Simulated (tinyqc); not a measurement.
## A spin-degenerate level with charging energy between two leads, rate equations: effect of unequal tunnel rates

States 0, up, down and 2 with energies 0, e1 - Ez/2, e1 + Ez/2 and 2 e1 + U. mu_L = +V/2, mu_R = -V/2 (meV), f(x) = 1/(1 + exp(x/kB T)). A transition that adds one electron of given spin at the energy E has the rate G f(E - mu) from each lead, and its reverse G [1 - f(E - mu)]. I counts electrons leaving the left lead, times q.

Here e1 = 1.5 meV, Ez = 0 and V = +/- 9 mV, so that only the 0-1 transitions lie in the window. Transition energies: 0-up e1 - Ez/2, 0-down e1 + Ez/2, up-2 e1 + U + Ez/2, down-2 e1 + U - Ez/2. dp/dt = W p; W_ji is the rate from state i to j, and each column sums to zero. Steady state: W p = 0 with sum p = 1. I = q GL sum over transitions i-j of [fL p_i - (1 - fL) p_j].

Inputs (values chosen for the exercise):
- U = 6 meV (charging energy of the second electron)
- GL = 0.98 1/ns (tunnel rate to the left lead)
- T = 5.4 K (temperature)

Constants: q = 1.602176634e-19 C, kB = 1.380649e-23 J/K, Vt = kB T/q. Results are converted to the units shown.

Result of one run:

| I at +V (pA) | I at -V (pA) | \|I(+V)/I(-V)\| | (GL + 2 GR)/(2 GL + GR) |
|---|---|---|---|
| 88.53 | -95.89 | 0.9232 | 0.9231 |

Which tunnel rate to the right lead GR gave this result: 0.043, 0.089, 0.77, 1.6 or 6.7 1/ns?

GR = 0.77 1/ns.

The whole series:

| GR (1/ns) | I at +V (pA) | I at -V (pA) | \|I(+V)/I(-V)\| | (GL + 2 GR)/(2 GL + GR) |
|---|---|---|---|---|
| 0.043 | 6.741 | -12.65 | 0.5330 | 0.5322 |
| 0.089 | 13.64 | -24.10 | 0.5659 | 0.5652 |
| 0.18 | 26.41 | -42.13 | 0.6268 | 0.6262 |
| 0.38 | 50.98 | -68.52 | 0.7441 | 0.7436 |
| 0.77 | 88.53 | -95.89 | 0.9232 | 0.9231 |
| 1.6 | 141.0 | -120.2 | 1.174 | 1.174 |
| 3.3 | 196.8 | -136.7 | 1.440 | 1.441 |
| 6.7 | 242.7 | -146.3 | 1.659 | 1.661 |
| 14 | 275.1 | -151.7 | 1.813 | 1.816 |

The ratio of the two currents rises from 0.533 to 1.81 and differs from the last column by at most 0.14 %. An empty dot can be filled with either spin but a filled one empties in one way, so I = 2 q G_in G_out/(2 G_in + G_out): the current is larger when the slower junction is the entrance.

Range of the model: Rate equations need hbar G well below kB T; cotunnelling and the Kondo effect are left out.

Program tinyqc, `OMP_NUM_THREADS=1 python tinyqc.py 2780002 2780003 out.jsonl`; Intel Xeon 2.30GHz, shared host, one thread, about 0.01 s.
